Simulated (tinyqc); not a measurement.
X-ray reflectivity of a thin film on silicon: critical angles, Parratt recursion, fringes and roughness: one step, computed by the program tinyqc. Command: `OMP_NUM_THREADS=1 python tinyqc.py 3120124 3120125 out.jsonl xrr walk`. One thread of a shared host (Intel(R) Xeon(R) Processor @ 2.30GHz), about 0.01 s of CPU time with the checks.

n = 1 - delta + i beta; the classical electron radius is r_e = 2.8179403e-6 nm. Layer 0 is vacuum, 1 the film, 2 the substrate.

Problem. Fringe period, contrast and decay. Far above the critical angle the period is d theta = lambda/(2 d), or 2 pi/d in q; the envelope runs between (|r_01| - |r_12 p|)^2 and (|r_01| + |r_12 p|)^2; contrast = 2 a b/(a^2 + b^2) with a = |r_01|, b = |r_12 p|; roughness factors on the amplitudes are about exp(-q^2 sigma^2/2).

Inputs (values chosen for the exercise, modelled on copper on silicon, copper K-alpha radiation):
```
quantity                              value  unit
wavelength lambda                   0.15406    nm
film thickness d                       22.6    nm
roughness of the surface sigma_1        1.2    nm
roughness of the interface sigma_2     0.28    nm
```

1000 r_01 = 5.922302-0.170011i

1000 r_12 = -21.74740+0.58336i

p = -0.7887280+0.5162871i

q = 4 pi sin(theta)/lambda = 1.608598 1/nm

Give: period in theta; period in q; contrast; roughness factor, surface; roughness factor, interface.

Solution.

period in theta = 0.19529 degrees

period in q = 0.27802 1/nm

contrast = 0.53328

roughness factor, surface = 0.15520

roughness factor, interface = 0.90354
